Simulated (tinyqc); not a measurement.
# Changing the compensation ratio C

Model: mobility of a non-polar semiconductor in the relaxation-time approximation. Computed by tinyqc, a small Python program. Command: `OMP_NUM_THREADS=1 python tinyqc.py 3031690 3031691 out.jsonl rta sweep`. One thread of a shared host (Intel(R) Xeon(R) Processor @ 2.30GHz), about 0.02 s of CPU time with the checks.

Each valley is treated as a sphere of mass m_d for states and rates, with one isotropic relaxation time; the conductivity mass m_c sets the current.

Inputs (values chosen for the exercise, modelled on holes in silicon): longitudinal mass m_l = 0.503 m_0; transverse mass m_t = 0.503 m_0; equivalent valleys Z = 1; non-parabolicity alpha = 0.29 1/eV; static permittivity eps_s = 11.7; density rho = 2329 kg/m^3; sound velocity v_l = 9120 m/s; acoustic deformation potential D_A = 5.2 eV; phonon energy hbar w = 60.1 meV; optical or intervalley deformation potential D_o = 10 1e8 eV/cm; final valleys Z_f = 1; carrier density n = 4.8e+14 1/cm^3; temperature T = 300 K.

Band: Kane. Impurity formula: Brooks-Herring. Further scattering: none.

Constants: k_B = 8.617333262e-05 eV/K; m_0 = 9.1093837015e-31 kg; e = 1.602176634e-19 C; hbar = 1.054571817e-34 J s; eps_0 = 8.8541878128e-12 F/m; k_B = 1.380649e-23 J/K; hbar = 6.582119569e-16 eV s.

Method:
- m_d = (m_l m_t^2)^(1/3); 1/m_c = (1/m_l + 2/m_t)/3; Hall mass factor A = 3 K_m (K_m + 2)/(2 K_m + 1)^2, K_m = m_l/m_t; N_I = n (1 + C)/(1 - C).
- Kane band: hbar^2 k^2/(2 m) = E (1 + alpha E), speed v = hbar k/(m (1 + 2 alpha E)), states per spin, volume and energy g(E) = m k (1 + 2 alpha E)/(2 pi^2 hbar^2); overlap factors are set to 1. Here m = m_d. Masses are multiplied by m_0 and all formulas are in SI units.
- The reduced Fermi level eta = E_F/(k_B T) solves n = 2 Z int g f dE with f = 1/(1 + exp(x - eta)) (Z = 1 unless valleys are given); screening length L_s = sqrt(eps_s eps_0 k_B T/(e^2 dn/deta)), dn/deta = 2 Z int g f (1 - f) dE.
- Integrals over x = E/(k_B T) use 160 Gauss-Legendre points in u = sqrt(x) from 0 to sqrt(max(eta, 0) + 32).
- Phonon occupation N_q = 1/(exp(hbar w/(k_B T)) - 1).
- Acoustic deformation potential (elastic, equipartition, absorption and emission together): 1/tau = 2 pi k_B T D_A^2 g(E)/(hbar rho v_l^2).
- Optical or intervalley deformation potential: 1/tau = (pi Z_f D_o^2/(rho w)) [N_q g(E + hbar w) + (N_q + 1) g(E - hbar w)], with g = 0 below the band edge.
- Each optical term is multiplied by (1 - f(E'))/(1 - f(E)), E' the final energy, for Pauli blocking.
- Singly charged impurities, momentum relaxation: 1/tau = N_I e^4 m (1 + 2 alpha E) Phi/(8 pi (eps_s eps_0)^2 hbar^3 k^3), with alpha = 0 for a parabolic band.
- Brooks-Herring: Phi = ln(1 + b) - b/(1 + b), b = 4 k^2 L_s^2.
- mu = (m_d/m_c) (2 Z e/(3 n k_B T)) int g v^2 tau f (1 - f) dE.
- Averages over x are split at the emission threshold x_0 = hbar w/(k_B T): 64 Gauss-Legendre points in sqrt(x) below it and 128 in sqrt(x - x_0) above it, up to x = max(eta, 0) + 32.
- Rates are added at each energy before the average. With <y> = int g v^2 y f (1 - f) dE: Hall factor r_H = A (3 n k_B T/(2 Z m_d)) <tau^2/(1 + 2 alpha E)>/<tau>^2 (alpha = 0 for a parabolic band); Hall mobility r_H mu; |S| = (k_B/e) (<x tau>/<tau> - eta); resistivity 1/(n e mu).

One run for each value; columns: (1) compensation ratio C; (2) drift mobility mu (cm^2/(V s)); (3) ionised impurity mobility (cm^2/(V s)); (4) Hall factor r_H; (5) Seebeck coefficient |S| (microvolt/K):
```
(1)      (2)         (3)     (4)     (5)
0.00  997.01  5.8979e+05  1.3623   994.6
0.10  994.14  4.8256e+05  1.3593   994.8
0.40  980.93  2.5277e+05  1.3470   996.0
0.55  969.08  1.7123e+05  1.3375   996.9
0.70  948.06  1.0408e+05  1.3230   998.6
0.80  920.98  6.5533e+04  1.3073  1000.8
0.90  857.56  3.1042e+04  1.2783  1005.7
```

Give the missing row, compensation ratio C = 0.25.

Computed row; columns: (1) compensation ratio C; (2) drift mobility mu (cm^2/(V s)); (3) ionised impurity mobility (cm^2/(V s)); (4) Hall factor r_H; (5) Seebeck coefficient |S| (microvolt/K):
```
(1)      (2)         (3)     (4)    (5)
0.25  988.66  3.5388e+05  1.3539  995.3
```

Interpolating between the two neighbouring rows (linearly) misses most in ionised impurity mobility (cm^2/(V s)), by 3.9 %. Over the rows, drift mobility mu (cm^2/(V s)) falls from 997 to 858; ionised impurity mobility (cm^2/(V s)) falls from 590000 to 31000; Hall factor r_H falls from 1.36 to 1.28. Compensation adds scatterers without adding carriers or screening: N_I/n grows from 1 to 19, and mu keeps 86 % of its first value.
